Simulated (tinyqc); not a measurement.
# Elastic trap-assisted tunnelling through a dielectric: what changes with what

Emitter at x = 0 (Fermi level 0), collector at x = t (Fermi level -V), band edge U(x) = phi - F x, F = V/t. A trap at x has the energy E = U(x) - Et. With G(u) = (4/(3 F)) sqrt(mo/C) max(u, 0)^1.5, C = hbar^2/(2 m0): S1 = G(phi - E) - G(Et), S2 = G(Et) - G(phi - V - E), T1,2 = exp(-S1,2). The steady rate through one trap is nu T1 T2 (f1 - f2)/(T1 + T2), f1 = f(E), f2 = f(E + V), f(y) = 1/(1 + exp(y/Vt)); both contacts offer states at E.

Parameters, values chosen for the exercise; dielectric values close to those of silicon dioxide: temperature T = 300 K; barrier above the emitter Fermi level phi = 3.1 eV; tunnelling mass mo = 0.51 m0; thickness t = 5.2 nm; trap depth below the band edge of the dielectric Et = 2.3 eV; trap density Nt = 3.8e18 cm^-3; attempt frequency nu = 1e13 1/s; voltage V = 3.08 V.

Constants: q = 1.602176634e-19 C, kB = 1.380649e-23 J/K, hbar = 1.054571817e-34 J s, m0 = 9.1093837015e-31 kg, Vt = kB T/q, hbar^2/(2 m0) = 0.0380998212 eV nm^2. Results are converted to the units shown.

Each table varies one quantity; the others keep the values above.

## Effect of the trap depth

J = q Nt times the integral of the rate over x. Direct S = (4/(3 F)) sqrt(mo/C) [phi^1.5 - max(phi - V, 0)^1.5].

The same in every row: direct S = 44.9.

Effect of the trap depth:
```
Et (eV),J (A/cm^2),x of the peak over t,larger S there
1.4,2.12e-9,0.550,31.2
1.65,9.61e-8,0.469,27.4
1.9,4.37e-6,0.390,23.4
2.15,2.76e-6,0.378,25.0
2.4,2.58e-7,0.399,27.3
2.65,3.04e-8,0.413,29.2
2.91,4.36e-9,0.423,31.0
3.16,8.03e-10,0.430,32.5
3.41,1.68e-10,0.436,34.0
```

J goes from 2.12e-9 through a maximum of 4.37e-6 (at Et = 1.9 eV among the rows listed) to 1.68e-10 A/cm^2. Shallow traps near the emitter lie above its Fermi level and stay empty, while deep traps face higher barriers, so a middle depth conducts best.

## Effect of the thickness at fixed voltage

Same model as above.

Results:
```
t (nm),J (A/cm^2),x of the peak over t,larger S there,direct S
3.1,0.0233,0.384,15.9,26.8
3.9,4.40e-4,0.388,19.9,33.7
4.8,4.91e-6,0.391,24.4,41.5
5.6,8.89e-8,0.393,28.4,48.4
6.5,9.65e-10,0.394,33.0,56.2
7.3,1.72e-11,0.395,37.0,63.1
9,3.31e-15,0.397,45.5,77.8
```

Estimate the missing row, t = 8.2 nm.

Computed row:
```
t (nm),J (A/cm^2),x of the peak over t,larger S there,direct S
8.2,1.86e-13,0.396,41.5,70.9
```

With this row back in the table: J falls from 0.0233 to 3.31e-15 A/cm^2, on average 2.18 decades a nanometre, against 3.75 for the direct exponent: trap-assisted leakage falls more slowly, so it gains on direct tunnelling as the layer thickens.

Range of the model: Phonon-assisted (inelastic) capture, chains of traps and a spread of trap depths are left out.

Computed by the program tinyqc: `OMP_NUM_THREADS=1 python tinyqc.py 2370133 2370134 out.jsonl`, one thread of a shared Intel Xeon 2.30GHz, about 0.04 s for the whole run.
